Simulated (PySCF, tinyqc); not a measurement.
Inside a calculation. Method: CISD on RHF in the sto-6g basis, for H4, spin multiplicity 1. The lowest restricted solution is unstable here: a spin-polarised one lies 0.0047 hartree lower (PySCF). One step of it, computed by the program tinyqc.

Task: CISD: roots. Diagonalise (each vector has its largest component positive (the first on a tie)); all determinants have Ms = 0, so triplets appear too. The lowest singlet root is the correlation energy. The Davidson correction is (1 - c0^2) E_corr, c0 the coefficient of the reference.

Occupation strings over the orbitals (2 doubly, a alpha, b beta, 0 empty; spin orbitals ordered 1a 1b 2a 2b ...): 2200 aabb 2020 abab 2002 abba baab 0220 baba 0202 bbaa

H - E(HF) between determinants (hartree), lower triangle:
```
           2200       aabb       2020       abab       2002       abba       baab       0220
2200   0.000000
aabb  -0.034155   0.942347
2020   0.088202   0.086088   0.525027
abab  -0.086088  -0.088202   0.072946   1.028235
2002   0.130952  -0.120243   0.174550   0.159034   1.138731
abba   0.120243  -0.130952  -0.159034  -0.174550  -0.038792   1.103429
baab   0.120243  -0.116506  -0.159034  -0.158796  -0.038792   0.000000   1.103429
0220   0.116506  -0.120243   0.158796   0.159034   0.000000  -0.038792  -0.038792   1.071485
baba  -0.086088  -0.084062   0.072946   0.000000   0.159034  -0.158796  -0.174550   0.159034
0202   0.084062   0.086088   0.000000   0.072946   0.158796  -0.159034  -0.159034   0.174550
bbaa  -0.034155   0.000000   0.086088  -0.084062  -0.120243  -0.116506  -0.130952  -0.120243

           baba      0202      bbaa
baba   1.028235
0202   0.072946  1.571998
bbaa  -0.088202  0.086088  0.942347
```

Give: lowest roots of this matrix, relative to E(HF); lowest vectors; <S^2> of these roots; weight of the ground state by excitation level 0, 1, 2, ...; Davidson correction.

Result:

lowest roots of this matrix, relative to E(HF) (hartree): -0.0881  0.3443  0.5226  0.8289  0.9407  1.0256  1.1063  1.1077

lowest vectors:
```
       root 1   root 2  root 3   root 4
2200   0.9558   0.1144  0.0000   0.2032
aabb   0.0180  -0.1834  0.4082   0.2893
2020  -0.1664   0.8294  0.0000   0.4563
abab   0.0867   0.0643  0.4082  -0.3291
2002  -0.0963  -0.2952  0.0000   0.3261
abba  -0.1047   0.1191  0.4082   0.0398
baab  -0.1047   0.1191  0.4082   0.0398
0220  -0.0914  -0.3049  0.0000   0.4705
baba   0.0867   0.0643  0.4082  -0.3291
0202  -0.0591   0.1226  0.0000  -0.1885
bbaa   0.0180  -0.1834  0.4082   0.2893
```

<S^2> of these roots: 0.0000  0.0000  6.0000  0.0000  2.0000  2.0000  0.0000  2.0000

weight of the ground state by excitation level 0, 1, 2, ...: 0.9136  0.0000  0.0864

Davidson correction = -0.007614 hartree
